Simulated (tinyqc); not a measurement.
# Worked calculation: off-state leakage of single and stacked transistors

Computed by the program tinyqc: `OMP_NUM_THREADS=1 python tinyqc.py 2242092 2242093 out.jsonl`, one thread of a shared Intel Xeon 2.30GHz, about 0.04 s for the whole run. Printed values are rounded.

n-channel devices of unit width. Subthreshold current I(Vg, Vs, Vd) = I0 (T/300 K)^0.5 exp[(Vg - Vs - VT(T) - gb (Vs - Vb) + dd (Vd - Vs))/(nf Vt)] (1 - exp(-(Vd - Vs)/Vt)), VT(T) = VT - cT (T - 300 K). Gate-edge tunnelling Ig (Vd/1 V) exp(ag (Vd - 1 V)), for a gate at 0 V, and band-to-band leakage Ab u exp(-Bb/u), u = Vd - Vb + 1 V, flow at a drain held at V; both are taken as independent of T. In a stack of off transistors (all gates at 0 V) the same subthreshold current passes through each.

Values chosen for this exercise; values of the order met in bulk silicon logic transistors: temperature T = 358 K; supply voltage V = 0.8 V; threshold at 300 K, zero drain and body bias VT = 0.39 V; fall of the threshold with temperature cT = 1 mV/K; current at threshold at 300 K I0 = 0.93 uA/um; slope factor nf = 1.17; drain-induced lowering per volt dd = 0.1; rise of the threshold per volt of source-body bias gb = 0.14; gate-edge tunnelling current at 1 V Ig = 5e-6 uA/um; exponential slope of the gate current ag = 5.9 1/V; prefactor of band-to-band leakage at the drain Ab = 40 uA/(um V); its exponential voltage Bb = 21 V; body voltage Vb = 0 V.

Constants: q = 1.602176634e-19 C, kB = 1.380649e-23 J/K, Vt = kB T/q. Results are converted to the units shown.

## Leakage of one transistor

Vg = Vs = 0, Vd = V; effective threshold VT(T) - gb Vb - dd V.

effective threshold = 0.252 V
parts (nA/um): subthreshold 0.943554, gate edge 0.00122911, band-to-band 0.617396
total = 1.56218 nA/um
shares (%): subthreshold 60.3999, gate edge 0.0786795, band-to-band 39.5214

The subthreshold part is the largest.

## Starting value

Vx = dd V/(1 + gb + 2 dd), the solution for Vx well above Vt, rounded to three decimals.

Vx at the start = 0.06 V

## Iteration 1: new Vx

Stack of two, Vx the node between them: I_low = I(0, 0, Vx), I_up = I(0, Vx, V), f = ln(I_up/I_low), f' = -(1 + gb + 2 dd)/(nf Vt) - 1/(Vt (exp(Vx/Vt) - 1)) - 1/(Vt (exp((V - Vx)/Vt) - 1)), Vx(new) = Vx - f/f'.

I_low = 0.104080 nA/um
I_up = 0.120109 nA/um
f = 0.143239
f' = -42.5336 1/V
Vx after iteration 1 = 0.0633677 V

## Iteration 2: new Vx

As before.

I_low = 0.106869 nA/um
I_up = 0.106987 nA/um
f = 0.00110620
f' = -41.8920 1/V
Vx after iteration 2 = 0.0633941 V

## Iteration 3: new Vx

As before.

I_low = 0.106890 nA/um
I_up = 0.106890 nA/um
f = 6.17760e-8
f' = -41.8873 1/V
Vx after iteration 3 = 0.0633941 V

## Course of the iteration

Stop when the step is below 1e-11 V, or after 40 iterations.

Course of the iteration:
```
iteration  Vx before the step (V)  step (V)
1                            0.06   3.37e-3
2                       0.0633677   2.64e-5
3                       0.0633941   1.47e-9
4                       0.0633941   < 1e-15
```

Converged in 4 iterations. The subthreshold current of the stack is 0.1069 nA/um, 8.83 times less than that of one transistor (the drain leakage is unchanged); the estimate exp[dd V (1 + gb + dd)/((1 + gb + 2 dd) nf Vt)] gives 7.78.
